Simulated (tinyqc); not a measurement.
Hubbard ring of 4 sites, step by step. Computed by tinyqc, a small Python program that keeps every step. Settings: hopping = 1.38, U = 4.7, mixing = 0.2, iteration cap = 71. Command: `OMP_NUM_THREADS=1 python tinyqc.py 30082 30083 out.jsonl` (the two numbers bound the seeds that draw the settings). One thread of a shared host (Intel(R) Xeon(R) Processor @ 2.60GHz), about 0.2 s of CPU time with the checks.

one-body matrix (hopping and site energies) (eV), order 1, 2, 3, 4:
```
[[0.000000, -1.380000, 0.000000, -1.380000],
 [-1.380000, 0.000000, -1.380000, 0.000000],
 [0.000000, -1.380000, 0.000000, -1.380000],
 [-1.380000, 0.000000, -1.380000, 0.000000]]
```

U = 4.700000 eV

electrons, up and down: [2, 1]

n(up) at the start (a guess, not normalised): [0.550000, 0.450000, 0.550000, 0.450000]

n(down) at the start (a guess): [0.200000, 0.300000, 0.200000, 0.300000]

Each step fills the lowest levels of T + U n(other spin) and sets n(new) = n + mixing (n(out) - n); stop when output and input agree to 1e-8.

Course of the cycle:
```
iteration       E (eV)  largest |n(out) - n(in)|  mean |n_up - n_down|
1          -3.25824072                  2.21e-01              0.292419
2          -3.32750450                  1.75e-01              0.308396
3          -3.36905201                  1.39e-01              0.322090
4          -3.39501272                  1.12e-01              0.333838
5          -3.41193546                  9.14e-02              0.343946
6          -3.42339717                  7.52e-02              0.352671
7          -3.43140850                  6.23e-02              0.360219
8          -3.43714516                  5.20e-02              0.366760
9          -3.44132614                  4.37e-02              0.372434
10         -3.44441145                  3.69e-02              0.377360
11         -3.44670777                  3.14e-02              0.381639
...                ...                       ...                   ...
61         -3.45370450                  2.65e-05              0.410059
62         -3.45370450                  2.30e-05              0.410062
63         -3.45370450                  2.00e-05              0.410065
64         -3.45370450                  1.74e-05              0.410068
65         -3.45370450                  1.52e-05              0.410070
66         -3.45370450                  1.32e-05              0.410072
67         -3.45370450                  1.15e-05              0.410074
68         -3.45370450                  9.97e-06              0.410075
69         -3.45370450                  8.67e-06              0.410077
70         -3.45370450                  7.54e-06              0.410078
71         -3.45370450                  6.56e-06              0.410079
```

Can the last value be used, and what does the course show?

Not by the stop rule, although the second column moves by less than 1e-07 over the last three steps. Not converged within 71 iterations: the residual falls steadily but slowly, by a factor of about 0.87 a step. The lowest mean-field energy found from random starts is -3.45906 eV. Reruns (cap 100 unless said): mixing 0.5: converged in 43 to a higher stationary point (E = -3.45370); mixing 0.9: converged in 20 to a higher stationary point (E = -3.45370); the original settings with a cap of 400: converged in 118 to a higher stationary point (E = -3.45370).
